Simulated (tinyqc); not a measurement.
Inside a calculation. Method: power iteration on a symmetric matrix. Computed by tinyqc, a small Python program that keeps every step. Settings: method = power, shift = -0.36. Command: `OMP_NUM_THREADS=1 python tinyqc.py 22497 22498 out.jsonl` (the two numbers bound the seeds that draw the settings). One thread of a shared host (Intel(R) Xeon(R) Processor @ 2.60GHz), about 0.01 s of CPU time with the checks.

## Step 1

A:
```
,1,2,3,4
1,0.252000,-0.377000,-1.210000,-0.632000
2,-0.377000,0.293000,-0.230000,-0.173000
3,-1.210000,-0.230000,0.648000,-0.278000
4,-0.632000,-0.173000,-0.278000,1.222000
```

vector v at the start: 0.500000  0.500000  0.500000  0.500000

shift = -0.360000

w = (A - shift) v; v' = w/|w| with its largest component positive (the first on a tie); lambda = v'^T A v'.

vector after step 1: 0.877778  0.069370  0.387817  -0.272565

Rayleigh quotient after step 1 = -0.130551

## Step 2

As before.

vector after step 2: -0.161821  0.247716  0.462197  0.835957

Rayleigh quotient after step 2 = 1.060041

## Step 3

As before.

vector after step 3: 0.699460  0.015388  -0.203458  -0.684926

Rayleigh quotient after step 3 = 1.592890

## Course of the iteration

Stop when the residual |A v - lambda v| is below 1e-9.

Steps:
```
step,lambda,residual
1,-0.13055089,1.30e+00
2,1.06004125,1.15e+00
3,1.59289007,5.66e-01
4,1.71205104,2.54e-01
5,1.74350018,1.41e-01
6,1.75719501,9.92e-02
7,1.76511495,7.68e-02
8,1.77004661,6.08e-02
9,1.77314790,4.81e-02
10,1.77509352,3.81e-02
11,1.77631007,3.01e-02
12,1.77706888,2.38e-02
13,1.77754142,1.87e-02
14,1.77783538,1.48e-02
15,1.77801814,1.17e-02
16,1.77813171,9.19e-03
17,1.77820227,7.24e-03
18,1.77824611,5.71e-03
19,1.77827333,4.50e-03
20,1.77829025,3.54e-03
21,1.77830075,2.79e-03
22,1.77830727,2.20e-03
23,1.77831132,1.73e-03
24,1.77831384,1.37e-03
25,1.77831540,1.08e-03
26,1.77831637,8.49e-04
27,1.77831697,6.69e-04
28,1.77831735,5.27e-04
29,1.77831758,4.16e-04
30,1.77831773,3.27e-04
```

all eigenvalues, for comparison: -1.131214  0.442764  1.325132  1.778318

Not converged in 30 steps: the residual falls only by the ratio of the two largest distances of eigenvalues from the shift, 0.79 a step.
